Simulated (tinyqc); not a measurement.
Comparisons within one model: delta-doped layer in the Thomas-Fermi potential. A value that a table varies takes the place of the one given here.

All donors ionised in the plane z = 0, zero temperature, energies from the Fermi level EF of the Thomas-Fermi model, which lies at the bulk band edge; c = hbar^2/2m0, q = e^2/(4 pi eps0). gv = 4 equivalent valleys, m_d = sqrt(m3^3/mz) in the plane. With n = (gv/3 pi^2)(m3 (-V)/c)^(3/2) and V'' = -(4 pi q/eps) n for z > 0, the solution is V = -b/(|z| + z0)^4 with sqrt(b) = 20/K, K = (4 pi q/eps)(gv/3 pi^2)(m3/c)^(3/2), and z0^5 = 4b/(e F0), e F0 = 2 pi q N/eps; 1e13/cm^2 = 1e-3/angstrom^2. Exchange and correlation are left out.

Subbands solve -(c/m_z) psi'' + V psi = E psi on 1280 points of spacing z0/80; up to ten levels for each group, kept if bound with an rms width below 2.5 z0.

Constants: hbar^2/2m0 = 3.80998211 eV angstrom^2; e^2/(4 pi eps0) = 14.39964547 eV angstrom.

Parameters, chosen for this exercise (near those of a delta-doped layer in Ge; the results hold for these values, not for the real material):
```
symbol  value                                      unit         meaning
m3      0.22                                       m0           density-of-states mass of a valley
mz      0.115                                      m0           mass along z
eps     16.4                                                    dielectric constant
Nl      (0.079, 0.16, 0.32, 0.55, 0.95, 1.6, 2.5)  x 1e13/cm^2  sheet densities
N       0.79                                       x 1e13/cm^2  donor sheet density
```

## Doping density

The well, the lowest level and the filling anew; at zero temperature n_i = g m_d (mu - E_i)/(2 pi c), with mu fixed by sum n_i = N.

Results:
```
N (1e13/cm^2)  z0 (angstrom)  depth (eV)  lowest (eV)  next - lowest (eV)  occupied  share of lowest (%)
0.079                   97.0      0.0106      -0.0017                   -         1                100.0
0.16                    84.2      0.0186      -0.0035                   -         1                100.0
0.32                    73.3      0.0324      -0.0071                   -         1                100.0
0.55                    65.8      0.0499      -0.0121                   -         1                100.0
0.95                    59.0      0.0773      -0.0207                   -         1                100.0
1.6                     53.1      0.1173      -0.0343                   -         1                100.0
2.5                     48.6      0.1676      -0.0527                   -         1                100.0
```

What can be read from the table?

The depth grows as N^(4/5) and z0 shrinks as N^(-1/5): factors 15.9 and 2.00 for 32 times the doping. The lowest level deepens faster, with exponent 0.99, since the zero-point energy takes a smaller share of a deeper well (84 % falling to 69 %). The number of occupied subbands stays at 1. Up to N = 0.16 the donor spacing exceeds 1.5 Bohr radii (one radius, a0 eps/m with the density-of-states mass, is 39 angstrom), where a uniform sheet is a crude picture of discrete donors (beyond about three radii electrons stay on single donors).

## What each parameter does

z0, depth, lowest level and its rms width. Each row changes one parameter from the base and keeps the others.

Results:
```
case                  z0 (angstrom)  depth (eV)  lowest (eV)  rms z (angstrom)
base                          61.20      0.0667      -0.0173             36.39
N = 1.26 x 1e13/cm^2          55.74      0.0969      -0.0273             29.59
eps = 14.8                    57.54      0.0695      -0.0174             36.00
m3 = 0.253 m0                 56.27      0.0613      -0.0142             39.21
mz = 0.098 m0                 61.20      0.0667      -0.0161             40.21
```

How do the results move?

The largest shifts from the base row, up to three for each result and ties (the steps differ in size, so this ranks the rows, not the parameters). z0 (angstrom): N -5.45, m3 -4.92, eps -3.66; unchanged at the printed digits by mz. depth (eV): N +0.0302, m3 -0.0054, eps +0.0028; unchanged at the printed digits by mz. lowest (eV): N -0.0100, m3 +0.0031, mz +0.0012. rms z (angstrom): N -6.80, mz +3.83, m3 +2.82.

tinyqc: `OMP_NUM_THREADS=1 python tinyqc.py 1252607 1252608 out.jsonl`; about 0.1 s, one thread, shared Intel(R) Xeon(R) Processor @ 2.30GHz.
